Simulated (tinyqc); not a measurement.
A ladder of methods, and size consistency: correlation methods against full CI in the 6-311g basis, for H2, spin multiplicity 1. Computed by the program tinyqc with PySCF. 

Geometry (angstrom):
```
atom       x       y       z
H     0.0000  0.0000  0.0000
H     0.0000  0.0000  0.8380
```

RHF energy of one = -1.121515 hartree

All electrons correlated; +Q is the Davidson correction (1 - c0^2) E_corr. The last columns treat two copies 100 angstrom apart as one system. FCI is the lowest singlet.

Correlation energies (hartree):
```
method   E_corr of one  share of FCI (%)  E_corr of two at 100 angstrom  two minus twice one (mhartree)
MP2          -0.018780           67.7536                      -0.037559                          0.0000
CISD         -0.027718          100.0000                      -0.054405                          1.0302
CISD+Q       -0.028254          101.9351                      -0.056384                          0.1233
CCSD         -0.027718          100.0000                      -0.055435                          0.0000
CCSD(T)      -0.027718          100.0000                      -0.055435                          0.0000
FCI          -0.027718          100.0000                              -                               -
```

MP2 recovers 68 %, CISD 100.0 % and CCSD 100.0 % of the FCI value (c0^2 = 0.981 in CISD). MP2 and coupled cluster are size consistent, so their last column vanishes; CISD loses 1.03 mhartree, since a double excitation on each copy is a quadruple of the pair, and the Davidson correction leaves +0.12. With two electrons, or one virtual orbital, CISD and CCSD are exact for one copy, so +Q overshoots there.
